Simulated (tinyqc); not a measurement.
Non-radiative capture by multiphonon emission, one effective mode: one step, computed by the program tinyqc. Command: `OMP_NUM_THREADS=1 python tinyqc.py 3028601 3028602 out.jsonl capture walk`. One thread of a shared host (Intel(R) Xeon(R) Processor @ 2.30GHz), about 0.02 s of CPU time with the checks.

The initial state (free carrier plus empty centre) lies dE above the final state; both have the same frequency and are displaced by dQ.

Problem. Geometry of the two curves. dQ = sqrt(2 S (hbar^2/u)/hbar omega); relaxation energy lambda = S hbar omega; phonons needed P = dE/hbar omega; classical barrier E_b = (dE - lambda)^2/(4 lambda); occupation n = 1/(exp(hbar omega/k_B T) - 1).

Inputs (values chosen for the exercise, for a model semiconductor):
```
quantity                  value  unit
energy released dE        0.581    eV
phonon energy hbar omega   24.1   meV
Huang-Rhys factor S        17.9     -
temperature T               300     K
```

Centre: neutral.

Constants: hbar^2/u = 4.18015928e-03 eV angstrom^2; k_B = 8.617333262e-05 eV/K.

Give: dQ; lambda; P; classical barrier E_b; occupation n.

Solution.

dQ = 2.492 u^(1/2) angstrom

lambda = 0.43139 eV

P = 24.11

classical barrier E_b = 0.01297 eV

occupation n = 0.6493

dE exceeds lambda: the inverted case usual for deep centres, in which the curves cross on the far side of the initial minimum.
